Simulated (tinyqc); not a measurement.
Trap and transport parameters from the curve.

Inverse problem. A layer shows an ohmic current q n0 mu V/L, then a square law (9/8) th eps0 eps_r mu V^2/L^3 above Vx = 8 q n0 L^2/(9 th eps0 eps_r), and trap filling at V_TFL = q Nt L^2/(2 eps0 eps_r). th = y/(1 + y), y = (Nc/Nt) exp(-Et/kB T). The square-law current at V is given. Find th, n0, Nt and Et.

Inputs (values chosen for the exercise): temperature T = 350 K; relative permittivity eps_r = 24.3; mobility mu = 4.9 cm^2/(V s); thickness L = 4800 nm; band density of states Nc = 2.8e19 cm^-3; voltage V = 7.3 V.

Constants: q = 1.602176634e-19 C, kB = 1.380649e-23 J/K, Vt = kB T/q, eps0 = 8.8541878128e-14 F/cm where lengths are in cm. Results are converted to the units shown.

Mott-Gurney J = 0.067464204 A/cm^2
Vx = 0.11239754 V
V_TFL = 18.014705 V

Answer. The square law gives th, Vx gives n0, V_TFL gives Nt, and th with Nt gives Et.

th = 0.0118
n0 = 8.70e10 cm^-3
Nt = 2.10e15 cm^-3
Et = 0.420 eV

Program tinyqc, `OMP_NUM_THREADS=1 python tinyqc.py 2370162 2370163 out.jsonl`; Intel Xeon 2.30GHz, shared host, one thread, about 0.01 s.
